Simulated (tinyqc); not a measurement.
Surface against bulk across the gap: Shockley state of an s-p chain by decimation.

Each site has s at -d/2 and p at +d/2: H0 = diag(-d/2, d/2). The block to the next site on the right is H1 = [[-ts, u], [-u, tp]] (rows s, p of site n; columns s, p of site n + 1). Bulk: H(k) = [[-d/2 - 2 ts cos k, 2i u sin k], [-2i u sin k, d/2 + 2 tp cos k]]. The bands are inverted at k = pi if d < 2 (ts + tp).

Decimation (Sancho-Rubio) at z = E + i eta: start with es = e = H0, A = H1, B = H1^T. Each round forms g = (z - e)^-1 and sets es += A g B, e += A g B + B g A, A = A g A, B = B g B, doubling the length covered. Stop when all |A| < 1e-10. Surface G = (z - es)^-1, bulk G = (z - e)^-1; densities -Im tr G/pi.

Parameters, chosen for this exercise: d = 0.9 eV (Ep - Es); ts = 0.93 eV (s-s hopping); tp = 0.91 eV (p-p hopping); u = 0.77 eV (s-p hopping); eta = 0.05 eV (broadening); E1 = -1.56 eV (first energy); dE = 0.315 eV (step).

Eleven energies E1 + j dE.

Densities (1/eV):
```
E (eV)  surface    bulk
-1.560   0.6548  0.7308
-1.245   0.1005  0.3667
-0.930   0.0356  0.0457
-0.615   0.0478  0.0201
-0.300   0.1621  0.0135
0.015    5.7111  0.0119
0.330    0.1439  0.0136
0.645    0.0457  0.0205
0.960    0.0358  0.0467
1.275    0.1060  0.3640
1.590    0.7018  0.7571
```

edges of the bulk gap (201 k points) (eV): -1.3611  1.3937

What does the comparison show?

Inside the gap the bulk density is only the tail of the broadening, at least 0.0119. The surface density peaks at 0.015 eV among these rows (5.711); a chain of 60 sites puts the surface level at 0.0049 eV.

Program tinyqc; command `OMP_NUM_THREADS=1 python tinyqc.py 1451152 1451153 out.jsonl`; about 0.3 s on one thread of a shared Intel(R) Xeon(R) Processor @ 2.30GHz.
